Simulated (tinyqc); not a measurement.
Gate-all-around wire with two subbands, quantum capacitance: effect of the gate voltage.

phi is the Fermi level above the lowest subband edge, in volts; Vg is counted from the gate voltage at which an empty wire would have phi = 0. Both directions of motion are filled (equilibrium).

N1 = gv sqrt(2 md m0 kB T/(pi hbar^2)); n1 = N1 F(phi/Vt), n2 = g2 N1 F((phi - E2)/Vt), n = n1 + n2, F(e) = (1/sqrt(pi)) int_0^infinity u^(-1/2) du/(1 + exp(u - e)); Cq = q dn/dphi = (q N1/Vt) [F'(phi/Vt) + g2 F'((phi - E2)/Vt)]. Cox = 2 pi eps0 eox/ln(1 + tox/rw) per length; Vg = phi + q n/Cox. 1/C_G = 1/Cox + 1/(Cq); dphi/dVg = Cox/(Cox + Cq).

Inputs (values chosen for the exercise):
```
symbol  value  unit                                                                 meaning
T         150     K                                                             temperature
eox       3.9        relative permittivity of the gate insulator (close to silicon dioxide)
tox        18    nm                                                     insulator thickness
md      0.071    m0                                                     mass along the wire
gv          2                                                             valley degeneracy
E2       0.28    eV                                          second subband above the first
g2          2                                      orbital degeneracy of the second subband
rw        2.1    nm                                                      radius of the wire
```

Constants: q = 1.602176634e-19 C, kB = 1.380649e-23 J/K, hbar = 1.054571817e-34 J s, m0 = 9.1093837015e-31 kg, Vt = kB T/q, eps0 = 8.8541878128e-14 F/cm where lengths are in cm. Results are converted to the units shown.

The same in every row: Cox (pF/cm) = 0.96055.

Results:
```
Vg (V)    phi (V)  n (cm^-1)  Cq (pF/cm)  C_G (pF/cm)  dphi/dVg  share of the second band (%)
-0.2     -0.20000    0.33392   4.1390e-6    4.1390e-6    1.0000                     7.8243e-8
-0.09   -0.090271     1622.2    0.020094     0.019683   0.97951                     7.8294e-8
0.02    -0.023277   2.5946e5      2.8900      0.72093   0.24946                     8.7228e-8
0.24    0.0062360   1.4015e6      9.2405      0.87010  0.094161                     1.5839e-7
0.36     0.017176   2.0553e6      9.6415      0.87352  0.090600                     2.5177e-7
0.47     0.027434   2.6533e6      8.9318      0.86728  0.097100                     4.3127e-7
0.58     0.038756   3.2449e6      7.8061      0.85530   0.10957                     8.4673e-7
0.69     0.051677   3.8269e6      6.6764      0.83973   0.12578                     1.9508e-6
0.8      0.066479   4.3977e6      5.7372      0.82279   0.14341                     5.3354e-6
```

Estimate the missing row, Vg = 0.13 V.

Computed row:
```
Vg (V)     phi (V)  n (cm^-1)  Cq (pF/cm)  C_G (pF/cm)  dphi/dVg  share of the second band (%)
0.13    -0.0051856   8.1047e5      7.0891      0.84593   0.11933                     1.1320e-7
```

With this row back in the table: As Vg goes from -0.2 to 0.8, Cq goes from 4.14e-6 through a maximum of 9.64 (at Vg = 0.36 among the rows listed) to 5.74 pF/cm, C_G/Cox goes from 4.31e-6 through a maximum of 0.909 (at Vg = 0.36 among the rows listed) to 0.857 and n rises from 0.334 to 4.40e6 cm^-1. Cq is below Cox for Vg = -0.2, -0.09; there the density of states limits the response dn/dVg more than the insulator does. The peak of Cq mirrors the inverse-square-root peak of the density of states at a subband edge.

Computed by the program tinyqc: `OMP_NUM_THREADS=1 python tinyqc.py 2200018 2200019 out.jsonl`, one thread of a shared Intel Xeon 2.30GHz, about 0.01 s for the whole run.
